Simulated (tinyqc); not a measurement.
# Front-illuminated p-i-n photodiode, quantum efficiency and bandwidth: what changes with what

Light enters through a p layer (0 to xp), a depleted layer (xp to xp + wi) and a thick n substrate, decaying as exp(-al x); one pass, no back reflection. Carriers made in the depleted layer are all collected; those in the neutral layers diffuse.

Values chosen for this exercise; values close to those of silicon at this wavelength:
- lam = 650 nm (wavelength)
- al = 3320 1/cm (absorption coefficient)
- Rf = 0.02 (reflectance of the front face)
- eps_r = 11.6 (relative permittivity)
- xp = 0.25 um (thickness of the front p layer)
- wi = 1.4 um (thickness of the depleted layer)
- Dn = 12 cm^2/s (electron diffusion coefficient in the p layer)
- Ln = 7.5 um (electron diffusion length in the p layer)
- S = 2e6 cm/s (recombination velocity of the front surface)
- Lp = 54 um (hole diffusion length in the thick n substrate)
- ve = 1.02e7 cm/s (electron drift velocity)
- vh = 6.67e6 cm/s (hole drift velocity)
- dia = 56 um (diameter)
- RL = 50 ohm (load resistance)
- Cp = 70 fF (parasitic capacitance)

Constants: q = 1.602176634e-19 C, h = 6.62607015e-34 J s, c = 299792458 m/s, eps0 = 8.8541878128e-14 F/cm where lengths are in cm. Results are converted to the units shown.

Each table varies one quantity; the others keep the values above.

## Efficiency and bandwidth against the thickness of the depleted layer

k = al Ln, s = S Ln/Dn, e = exp(-al xp); front layer f1 = (k/(k^2 - 1)) {[s + k - e (s cosh(xp/Ln) + sinh(xp/Ln))]/[s sinh(xp/Ln) + cosh(xp/Ln)] - k e}; depleted layer f2 = e (1 - exp(-al wi)); substrate f3 = e exp(-al wi) al Lp/(1 + al Lp); external efficiency (1 - Rf)(f1 + f2 + f3); responsivity = efficiency q lam/(h c). Drift response for pairs made in the depleted layer, a = al wi, g = 1 - exp(-a), u = 2 pi i f, te = wi/ve, th = wi/vh: electrons He = [g - a (exp(-a) - exp(-u te))/(u te - a)]/(u te g), holes Hh = [g - a (1 - exp(-a - u th))/(a + u th)]/(u th g); C = eps0 eps_r pi (dia/2)^2/wi + Cp; total |He + Hh|/sqrt(1 + (2 pi f RL C)^2), for the current of the depleted layer alone. Limits are the frequencies at which each factor falls to 1/sqrt(2); inverse-square sum (f_transit^-2 + f_RC^-2)^(-1/2); the diffusion currents f1 and f3 are left out of the bandwidth.

Efficiency and bandwidth against the thickness of the depleted layer:
```
wi (um)	f2	f1 + f3	responsivity (A/W)	transit limit (GHz)	RC limit (GHz)	3 dB bandwidth (GHz)	inverse-square sum (GHz)	bandwidth x (1 - Rf) f2 (GHz)
0.17	0.05051	0.8710	0.4734	254.2	2.043	2.043	2.043	0.1011
0.29	0.08448	0.8388	0.4744	149.5	3.378	3.377	3.377	0.2796
0.49	0.1382	0.7879	0.4758	88.93	5.429	5.415	5.419	0.7333
0.83	0.2217	0.7089	0.4781	52.96	8.493	8.344	8.386	1.813
1.4	0.3421	0.5948	0.4813	31.84	12.70	11.52	11.79	3.863
2.4	0.5055	0.4400	0.4858	19.01	18.15	12.51	13.13	6.197
4	0.6765	0.2781	0.4904	11.78	23.89	10.23	10.57	6.779
6.7	0.8208	0.1413	0.4943	7.308	29.54	7.012	7.094	5.641
11	0.8965	0.06969	0.4964	4.557	34.23	4.502	4.517	3.955
```

As wi goes from 0.17 to 11, the responsivity rises from 0.473 to 0.496 A/W and the bandwidth goes from 2.04 through a maximum of 12.5 (at wi = 2.4 among the rows listed) to 4.50 GHz. The RC limit is the lower one for wi = 0.17, 0.29, 0.49, 0.83, 1.4, 2.4, the transit limit elsewhere. Adding inverse squares of the two limits is within 4.9 % of the full result. The product of bandwidth and fast efficiency goes from 0.101 through a maximum of 6.78 (at wi = 4 among the rows listed) to 3.96 GHz. For wi = 0.17, 0.29, 0.49, 0.83, 1.4, 2.4, 4 the diffusion currents exceed 0.3 of the drift current; their own response times, left out, may then shape the whole response.

## Efficiency and bandwidth against the diameter

Same model as above.

The same in every row: f2 = 0.3421; f1 + f3 = 0.5948; responsivity (A/W) = 0.4813; transit limit (GHz) = 31.84.

Efficiency and bandwidth against the diameter:
```
dia (um)	RC limit (GHz)	3 dB bandwidth (GHz)	inverse-square sum (GHz)	bandwidth x (1 - Rf) f2 (GHz)
5	44.56	24.77	25.91	8.304
10	42.01	24.23	25.38	8.124
20	34.21	22.20	23.31	7.445
50	14.87	13.09	13.47	4.389
100	4.926	4.845	4.868	1.625
200	1.340	1.339	1.339	0.4489
500	0.2199	0.2199	0.2199	0.07373
1000	0.05518	0.05518	0.05518	0.01850
```

As dia goes from 5 to 1000, the responsivity stays at 0.481 A/W and the bandwidth falls from 24.8 to 0.0552 GHz. The RC limit is the lower one for dia = 50, 100, 200, 500, 1000, the transit limit elsewhere. Adding inverse squares of the two limits is within 5.0 % of the full result. In every row the diffusion currents exceed 0.3 of the drift current; their own response times, left out, may then shape the whole response.

Program tinyqc, `OMP_NUM_THREADS=1 python tinyqc.py 2250041 2250042 out.jsonl`; Intel Xeon 2.30GHz, shared host, one thread, about 0.01 s.
